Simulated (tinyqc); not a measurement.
Inside a calculation. Model: finite-difference solution of the diffusion equation on a small grid. Computed by tinyqc, a small Python program that keeps every step. Command: `OMP_NUM_THREADS=1 python tinyqc.py 3023409 3023410 out.jsonl fdiff walk`. One thread of a shared host (Intel(R) Xeon(R) Processor @ 2.30GHz), about 0.01 s of CPU time with the checks. Intermediate numbers are printed to about 7 digits and carried at full precision; extremes and crossings named in words are read from the listed rows.

dC/dt = D d2C/dx2 on nodes x_j = j dx, j = 0..7; the far end is sealed.

Inputs (values chosen for the exercise):

| quantity | value | unit |
|---|---|---|
| diffusivity D | 0.12 | nm^2/s |
| grid spacing dx | 50 | nm |
| time step dt | 61000 | s |
| final time t_f | 1.22e+06 | s |

Boundary at x = 0: sealed surface. Scheme: Crank-Nicolson.

start values C_j, j = 0, 1, ... (% of a reference): 79.2  100  67.5  15.8  10.1  0  0  0

## Mesh ratio and operator

The operator M acts as (M C)_j = C_(j-1) - 2 C_j + C_(j+1); at the sealed far end a mirror node gives 2 C_(N-2) - 2 C_(N-1); at j = 0, a mirror node gives 2 C_1 - 2 C_0. r = D dt/dx^2.

mesh ratio r = 2.928

operator M:
```
    0   1   2   3   4   5   6   7
0  -2   2   0   0   0   0   0   0
1   1  -2   1   0   0   0   0   0
2   0   1  -2   1   0   0   0   0
3   0   0   1  -2   1   0   0   0
4   0   0   0   1  -2   1   0   0
5   0   0   0   0   1  -2   1   0
6   0   0   0   0   0   1  -2   1
7   0   0   0   0   0   0   2  -2
```

## Amplification factors

The mode of M with eigenvalue mu has its amplitude multiplied per step by g = (1 + (1 - theta) r mu)/(1 - theta r mu), with theta = 0 explicit, 1 implicit, 1/2 Crank-Nicolson; the explicit scheme is stable for r up to 2/|mu_min|.

eigenvalues mu of M: -4.000000  -3.801938  -3.246980  -2.445042  -1.554958  -0.753020  -0.198062  0.000000

factors g: -0.708285  -0.695402  -0.652390  -0.563275  -0.389585  -0.048716  0.550432  1.000000

largest stable r of the explicit scheme = 0.5

The smallest factor is -0.708: the shortest waves flip sign at each step while they decay.

## Time step 1

C at the start (%): 79.2  100.0  67.5  15.8  10.1  0.0  0.0  0.0

With r = D dt/dx^2: (1 - theta r M) C(new) = (1 + (1 - theta) r M) C(old); theta = 0 explicit, 1 implicit, 1/2 Crank-Nicolson.

C after step 1 (%): 73.04988  50.14944  46.49805  47.70108  24.69446  16.05674  8.28674  6.17708

At so large an r Crank-Nicolson steps are stable but let short waves flip sign, so sharp features can overshoot.

## Time step 2

The formulas are those given above.

C after step 2 (%): 39.89671  51.47435  44.70792  31.86430  32.41287  23.86467  19.78203  17.89103

At so large an r Crank-Nicolson steps are stable but let short waves flip sign, so sharp features can overshoot.

## All steps

The run takes n = round(t_f/dt) steps of length t_f/n. The dose is the trapezoidal sum of C dx; the error is the largest difference from exp(M D t/dx^2) C(0), the exact time evolution on the same grid.

Course of the run:

| step | t (s) | C_1 | C_4 | dose (% nm) | largest error |
|---|---|---|---|---|---|
| 1 | 61000 | 50.14944 | 24.69446 | 11650 | 1.008990e+01 |
| 2 | 122000 | 51.47435 | 32.41287 | 11650 | 9.111859e+00 |
| 3 | 183000 | 37.64224 | 29.64241 | 11650 | 4.856098e+00 |
| 4 | 244000 | 39.40208 | 33.55827 | 11650 | 3.712435e+00 |
| 5 | 305000 | 34.19470 | 31.83483 | 11650 | 1.950233e+00 |
| 6 | 366000 | 35.41512 | 33.59756 | 11650 | 1.552256e+00 |
| 7 | 427000 | 33.37515 | 32.69417 | 11650 | 8.145816e-01 |
| ... | ... | ... | ... | ... | ... |
| 14 | 854000 | 33.33239 | 33.30999 | 11650 | 5.270278e-02 |
| 15 | 915000 | 33.26699 | 33.26631 | 11650 | 3.122914e-02 |
| 16 | 976000 | 33.30543 | 33.29698 | 11650 | 2.325775e-02 |
| 17 | 1037000 | 33.27625 | 33.27722 | 11650 | 1.420282e-02 |
| 18 | 1098000 | 33.29427 | 33.29087 | 11650 | 1.036608e-02 |
| 19 | 1159000 | 33.28109 | 33.28197 | 11650 | 6.493824e-03 |
| 20 | 1220000 | 33.28951 | 33.28806 | 11650 | 4.661505e-03 |

C at the end (%): 33.28151  33.28951  33.28483  33.28453  33.28806  33.28321  33.28706  33.28410

largest error at t_f = 0.004661505 %

final dose = 11650 % nm

final C_4 = 33.28806 %

The time-step error at the end is 0.0047 on a scale of 33.3. Both ends are sealed, so the dose is conserved exactly, whatever the step.

## The three schemes as the step is halved

Each run reaches t_f in n equal steps; errors are the largest difference from exp(M D t_f/dx^2) C(0). A dash marks unstable explicit runs.

Largest error at t_f (%):

| steps n | r | explicit | implicit | Crank-Nicolson |
|---|---|---|---|---|
| 4 | 14.64000 | - | 2.142085e-01 | 1.212469e+01 |
| 8 | 7.32000 | - | 3.766168e-02 | 4.928385e+00 |
| 16 | 3.66000 | - | 7.597167e-03 | 8.317688e-02 |
| 32 | 1.83000 | - | 2.033884e-03 | 5.516807e-05 |
| 64 | 0.91500 | - | 7.069679e-04 | 1.425066e-05 |
| 128 | 0.45750 | 1.945011e-04 | 2.912671e-04 | 3.592097e-06 |
| 256 | 0.22875 | 1.077275e-04 | 1.318722e-04 | 8.998702e-07 |

From the last two rows, halving the step divides the error by 1.81 (explicit), 2.21 (implicit), 3.99 (Crank-Nicolson): a factor 2 marks first order in dt and 4 second order. The explicit scheme needs n of at least 118 to be stable; the other two are stable at any step.

Checks made by the program: matrix exponential against 4096 Crank-Nicolson steps (relative difference 1e-10).
